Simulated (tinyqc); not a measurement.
A ladder of methods, and size consistency: correlation methods against full CI in the sto-3g basis, for H6, spin multiplicity 1. Computed by the program tinyqc with PySCF. 

Geometry (angstrom):

| atom | x | y | z |
|---|---|---|---|
| H | 0.0000 | 0.0000 | 0.0000 |
| H | 0.0000 | 0.0000 | 0.7610 |
| H | 0.0000 | 0.0000 | 2.1550 |
| H | 0.0000 | 0.0000 | 2.9150 |
| H | 0.0000 | 0.0000 | 4.3100 |
| H | 0.0000 | 0.0000 | 5.0700 |

RHF energy of one = -3.318100 hartree

All electrons correlated; +Q is the Davidson correction (1 - c0^2) E_corr. The last columns treat two copies 100 angstrom apart as one system. FCI is the lowest singlet.

Correlation energies (hartree):

| method | E_corr of one | share of FCI (%) | E_corr of two at 100 angstrom | two minus twice one (mhartree) |
|---|---|---|---|---|
| MP2 | -0.041765 | 65.6450 | -0.083529 | 0.0000 |
| CISD | -0.062066 | 97.5546 | -0.119952 | 4.1800 |
| CISD+Q | -0.064304 | 101.0723 | -0.127768 | 0.8399 |
| CCSD | -0.063551 | 99.8879 | -0.127101 | 0.0000 |
| CCSD(T) | -0.063597 | 99.9613 | -0.127194 | 0.0000 |
| FCI | -0.063622 | 100.0000 | - | - |

MP2 recovers 66 %, CISD 97.6 % and CCSD 99.9 % of the FCI value (c0^2 = 0.964 in CISD). MP2 and coupled cluster are size consistent, so their last column vanishes; CISD loses 4.18 mhartree, since a double excitation on each copy is a quadruple of the pair, and the Davidson correction leaves +0.84.
